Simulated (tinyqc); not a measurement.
Single-junction solar cell, detailed-balance limit: one step of the calculation.

Every photon above the gap Eg makes one pair and none below is absorbed; carriers thermalise at T and move without loss. Jsc = q fs X Phi(Eg, Ts); the dark current is J0 = q ge Phi(Eg, T)/ERE with the Boltzmann factor exp(V/Vt). The efficiency is the electrical power over fs X sigma Ts^4.

Question. Voltages, fill factor and efficiency. Voc = Vt ln(1 + Jsc/J0), Vmp = v Vt, Jmp = Jsc - J0 (exp(v) - 1), FF = Vmp Jmp/(Voc Jsc), efficiency Vmp Jmp/Pin.

Values chosen for this exercise:
- T = 320 K (cell temperature)
- Eg = 1.63 eV (band gap)

Constants: q = 1.602176634e-19 C, kB = 1.380649e-23 J/K, Vt = kB T/q. Results are converted to the units shown.

v = 50.582677
Jsc = 24498.682 mA/cm^2
J0 = 5.1151866e-20 mA/cm^2
Pin = 1.1207694e5 mW/cm^2

Give: Voc; Eg/q - Voc; Vmp; Jmp; FF; efficiency.

Answer.

Voc = 1.504 V
Eg/q - Voc = 0.1264 V
Vmp = 1.395 V
Jmp = 2.402e4 mA/cm^2
FF = 0.9097
efficiency = 29.90 %

All recombination is radiative here.

Program tinyqc, `OMP_NUM_THREADS=1 python tinyqc.py 2820122 2820123 out.jsonl`; Intel Xeon 2.30GHz, shared host, one thread, about 0.01 s.
